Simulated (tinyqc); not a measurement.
Worked calculation: RHF in the 6-311g basis, for H2, spin multiplicity 1. One step of it, computed by the program tinyqc.

Task: Iteration 4: building the Fock matrix. J_ij = sum D_kl (ij|kl), K_ij = sum D_kl (ik|jl); F = H + J - 0.5 K; E = tr D H + tr D J / 2 - 0.25 tr D K + E_nn.

D after iteration 3:
```
          1H 1s     1H 2s     1H 3s     2H 1s     2H 2s     2H 3s
1H 1s  0.059847  0.105859  0.050645  0.059847  0.105859  0.050645
1H 2s  0.105859  0.187247  0.089582  0.105859  0.187247  0.089582
1H 3s  0.050645  0.089582  0.042858  0.050645  0.089582  0.042858
2H 1s  0.059847  0.105859  0.050645  0.059847  0.105859  0.050645
2H 2s  0.105859  0.187247  0.089582  0.105859  0.187247  0.089582
2H 3s  0.050645  0.089582  0.042858  0.050645  0.089582  0.042858
```

core Hamiltonian H = T + V (hartree):
```
           1H 1s      1H 2s      1H 3s      2H 1s      2H 2s      2H 3s
1H 1s  -0.405900  -0.933382  -0.630922  -0.429665  -0.597884  -0.508671
1H 2s  -0.933382  -0.987409  -0.812889  -0.597884  -0.787264  -0.711387
1H 3s  -0.630922  -0.812889  -0.786027  -0.508671  -0.711387  -0.725298
2H 1s  -0.429665  -0.597884  -0.508671  -0.405900  -0.933382  -0.630922
2H 2s  -0.597884  -0.787264  -0.711387  -0.933382  -0.987409  -0.812889
2H 3s  -0.508671  -0.711387  -0.725298  -0.630922  -0.812889  -0.786027
```

Two-electron integrals (ij|kl) in chemists' order, unique and non-zero (hartree):
```
(11|11) 1.393035   (21|11) 0.822971   (21|21) 0.509703   (22|11) 0.822904
(22|21) 0.543028   (22|22) 0.644106   (31|11) 0.411256   (31|21) 0.257757
(31|22) 0.279868   (31|31) 0.130794   (32|11) 0.543681   (32|21) 0.365771
(32|22) 0.452669   (32|31) 0.189803   (32|32) 0.325140   (33|11) 0.494021
(33|21) 0.340115   (33|22) 0.445993   (33|31) 0.178035   (33|32) 0.331779
(33|33) 0.361682   (41|11) 0.160631   (41|21) 0.103309   (41|22) 0.116269
(41|31) 0.052784   (41|32) 0.079730   (41|33) 0.075754   (41|41) 0.031865
(42|11) 0.243333   (42|21) 0.165379   (42|22) 0.206429   (42|31) 0.086027
(42|32) 0.147901   (42|33) 0.149257   (42|41) 0.056562   (42|42) 0.119239
(43|11) 0.178778   (43|21) 0.123023   (43|22) 0.158391   (43|31) 0.064302
(43|32) 0.115408   (43|33) 0.119605   (43|41) 0.042447   (43|42) 0.094666
(43|43) 0.077013   (44|11) 0.595333   (44|21) 0.415372   (44|22) 0.547841
(44|31) 0.218119   (44|32) 0.401989   (44|33) 0.418563   (44|41) 0.160631
(44|42) 0.382877   (44|43) 0.314038   (44|44) 1.393035   (51|11) 0.382877
(51|21) 0.239418   (51|22) 0.258931   (51|31) 0.121404   (51|32) 0.175336
(51|33) 0.164134   (51|41) 0.056562   (51|42) 0.093631   (51|43) 0.069818
(51|44) 0.243333   (51|51) 0.119239   (52|11) 0.464693   (52|21) 0.311063
(52|22) 0.380274   (52|31) 0.161111   (52|32) 0.271232   (52|33) 0.273405
(52|41) 0.082580   (52|42) 0.161217   (52|43) 0.126988   (52|44) 0.464693
(52|51) 0.161217   (52|52) 0.259984   (53|11) 0.363550   (53|21) 0.248503
(53|22) 0.319404   (53|31) 0.129709   (53|32) 0.234387   (53|33) 0.248306
(53|41) 0.067993   (53|42) 0.142830   (53|43) 0.116273   (53|44) 0.428849
(53|51) 0.130174   (53|52) 0.227671   (53|53) 0.210457   (54|11) 0.415372
(54|21) 0.288123   (54|22) 0.377380   (54|31) 0.151032   (54|32) 0.277155
(54|33) 0.290401   (54|41) 0.103309   (54|42) 0.239418   (54|43) 0.197045
(54|44) 0.822971   (54|51) 0.165379   (54|52) 0.311063   (54|53) 0.289041
(54|54) 0.509703   (55|11) 0.547841   (55|21) 0.377380   (55|22) 0.492638
(55|31) 0.197501   (55|32) 0.363988   (55|33) 0.388961   (55|41) 0.116269
(55|42) 0.258931   (55|43) 0.214338   (55|44) 0.822904   (55|51) 0.206429
(55|52) 0.380274   (55|53) 0.359229   (55|54) 0.543028   (55|55) 0.644106
(61|11) 0.314038   (61|21) 0.197045   (61|22) 0.214338   (61|31) 0.100020
(61|32) 0.145460   (61|33) 0.136561   (61|41) 0.042447   (61|42) 0.069818
(61|43) 0.052203   (61|44) 0.178778   (61|51) 0.094666   (61|52) 0.126988
(61|53) 0.102517   (61|54) 0.123023   (61|55) 0.158391   (61|61) 0.077013
(62|11) 0.428849   (62|21) 0.289041   (62|22) 0.359229   (62|31) 0.150086
(62|32) 0.258628   (62|33) 0.264964   (62|41) 0.067993   (62|42) 0.130174
(62|43) 0.102517   (62|44) 0.363550   (62|51) 0.142830   (62|52) 0.227671
(62|53) 0.199644   (62|54) 0.248503   (62|55) 0.319404   (62|61) 0.116273
(62|62) 0.210457   (63|11) 0.409868   (63|21) 0.282786   (63|22) 0.372987
(63|31) 0.148151   (63|32) 0.278557   (63|33) 0.306164   (63|41) 0.068536
(63|42) 0.141192   (63|43) 0.115040   (63|44) 0.409868   (63|51) 0.141192
(63|52) 0.245586   (63|53) 0.229350   (63|54) 0.282786   (63|55) 0.372987
(63|61) 0.115040   (63|62) 0.229350   (63|63) 0.271701   (64|11) 0.218119
(64|21) 0.151032   (64|22) 0.197501   (64|31) 0.079133   (64|32) 0.145138
(64|33) 0.152477   (64|41) 0.052784   (64|42) 0.121404   (64|43) 0.100020
(64|44) 0.411256   (64|51) 0.086027   (64|52) 0.161111   (64|53) 0.150086
(64|54) 0.257757   (64|55) 0.279868   (64|61) 0.064302   (64|62) 0.129709
(64|63) 0.148151   (64|64) 0.130794   (65|11) 0.401989   (65|21) 0.277155
(65|22) 0.363988   (65|31) 0.145138   (65|32) 0.270579   (65|33) 0.293548
(65|41) 0.079730   (65|42) 0.175336   (65|43) 0.145460   (65|44) 0.543681
(65|51) 0.147901   (65|52) 0.271232   (65|53) 0.258628   (65|54) 0.365771
(65|55) 0.452669   (65|61) 0.115408   (65|62) 0.234387   (65|63) 0.278557
(65|64) 0.189803   (65|65) 0.325140   (66|11) 0.418563   (66|21) 0.290401
(66|22) 0.388961   (66|31) 0.152477   (66|32) 0.293548   (66|33) 0.329963
(66|41) 0.075754   (66|42) 0.164134   (66|43) 0.136561   (66|44) 0.494021
(66|51) 0.149257   (66|52) 0.273405   (66|53) 0.264964   (66|54) 0.340115
(66|55) 0.445993   (66|61) 0.119605   (66|62) 0.248306   (66|63) 0.306164
(66|64) 0.178035   (66|65) 0.331779   (66|66) 0.361682
```

nuclear repulsion = 0.59929469 hartree

Give: Coulomb J; exchange K; Fock matrix F; total energy of this density.

Result:

Coulomb J (hartree):
```
        1H 1s   1H 2s   1H 3s   2H 1s   2H 2s   2H 3s
1H 1s  1.4630  0.9665  0.4991  0.2498  0.4926  0.3910
1H 2s  0.9665  1.1664  0.8313  0.4926  0.7869  0.6935
1H 3s  0.4991  0.8313  0.8416  0.3910  0.6935  0.7533
2H 1s  0.2498  0.4926  0.3910  1.4630  0.9665  0.4991
2H 2s  0.4926  0.7869  0.6935  0.9665  1.1664  0.8313
2H 3s  0.3910  0.6935  0.7533  0.4991  0.8313  0.8416
```

exchange K (hartree):
```
        1H 1s   1H 2s   1H 3s   2H 1s   2H 2s   2H 3s
1H 1s  0.8219  0.8467  0.6149  0.5015  0.6912  0.5706
1H 2s  0.8467  1.0023  0.7772  0.6912  0.9071  0.7462
1H 3s  0.6149  0.7772  0.6300  0.5706  0.7462  0.6188
2H 1s  0.5015  0.6912  0.5706  0.8219  0.8467  0.6149
2H 2s  0.6912  0.9071  0.7462  0.8467  1.0023  0.7772
2H 3s  0.5706  0.7462  0.6188  0.6149  0.7772  0.6300
```

Fock matrix F (hartree):
```
         1H 1s    1H 2s    1H 3s    2H 1s    2H 2s    2H 3s
1H 1s   0.6462  -0.3902  -0.4393  -0.4306  -0.4509  -0.4029
1H 2s  -0.3902  -0.3222  -0.3702  -0.4509  -0.4539  -0.3910
1H 3s  -0.4393  -0.3702  -0.2595  -0.4029  -0.3910  -0.2814
2H 1s  -0.4306  -0.4509  -0.4029   0.6462  -0.3902  -0.4393
2H 2s  -0.4509  -0.4539  -0.3910  -0.3902  -0.3222  -0.3702
2H 3s  -0.4029  -0.3910  -0.2814  -0.4393  -0.3702  -0.2595
```

total energy of this density = -1.115890 hartree
